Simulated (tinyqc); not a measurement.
A short-path metal as competitor: size effects in the resistivity of thin metal films and interconnect lines. Computed by tinyqc, a small Python program. Command: `OMP_NUM_THREADS=1 python tinyqc.py 3001740 3001741 out.jsonl size walk`. One thread of a shared host (Intel(R) Xeon(R) Processor @ 2.30GHz), about 0.01 s of CPU time with the checks.

Electrons lose their drift at surfaces (a share 1 - p of the hits) and at grain boundaries (reflection R), besides bulk scattering. The line sits in a trench with a non-conducting liner on both walls and the bottom; the spacing equals the drawn width.

Inputs (values chosen for the exercise, modelled on gold):
```
quantity                                   value         unit
bulk resistivity rho_b                      2.22  microohm cm
bulk mean free path lambda                  37.6           nm
specularity p                               0.66            -
grain-boundary reflection R                  0.5            -
grain size over metal width                 0.95            -
aspect ratio (height over width)             1.5            -
liner thickness t                            2.5           nm
competitor: rho_b relative to this metal     3.7            -
competitor: lambda relative to this metal   0.23            -
competitor: liner relative to t                0            -
```

Geometry: line.

Method:
- Fuchs-Sondheimer film: rho_b/rho = 1 - (3/(2 kappa))(1 - p) int_0^1 (s - s^3)(1 - exp(-kappa/s))/(1 - p exp(-kappa/s)) ds, f = rho/rho_b, kappa = thickness/lambda, 80 Gauss-Legendre points.
- Line: the excess of a film of thickness w_m and of a film of thickness h_m are added, rho/rho_b = 1 + (f(w_m) - 1) + (f(h_m) - 1), an estimate that holds best when both sides exceed lambda.
- Mayadas-Shatzkes: alpha = (lambda/D) R/(1 - R); rho_b/rho = 1 - 3 alpha/2 + 3 alpha^2 - 3 alpha^3 ln(1 + 1/alpha).
- w_m = w - 2t, h_m = (aspect ratio) w - t, D = (ratio) w_m; rho = rho_b [1 + surface excess + grain excess].
- Effective resistivity rho (aspect ratio) w^2/(w_m h_m) for the metal with its liner, for the same metal without liner, and for a competitor with its own rho_b, lambda and liner, and for that competitor with the liner t; p, R, aspect and grain ratios are the same.

Effective resistivity (microohm cm):
```
w (nm)  this metal  without liner  competitor  competitor, liner t
200           3.06          2.941       8.842                 9.16
100           3.98          3.643       9.458                10.19
50            6.12          5.030      10.673                12.56
30            9.83          6.860      12.272                16.56
20           16.43          9.130      14.254                23.48
14           30.26         12.027      16.785                37.51
10           68.68         15.862      20.140                75.02
7           305.35         21.571      25.143               295.01
```

The competitor wins below a width between 30.0 and 20.0 nm. In narrow lines rho scales as rho_b lambda/w, and the product rho_b lambda of the competitor is 0.85 times this metal's. At the narrowest width the liner costs this metal a factor 14.16. With the same liner the competitor wins below a width between 10.0 and 7.00 nm; at the narrowest width the thinner liner lowers it from 295 to 25.1. Rows with w - 2t below lambda stretch the additive estimate. Metal widths below about 5 nm are outside this semiclassical model.

Extremes, crossings and ranges named in words are read from the listed rows.
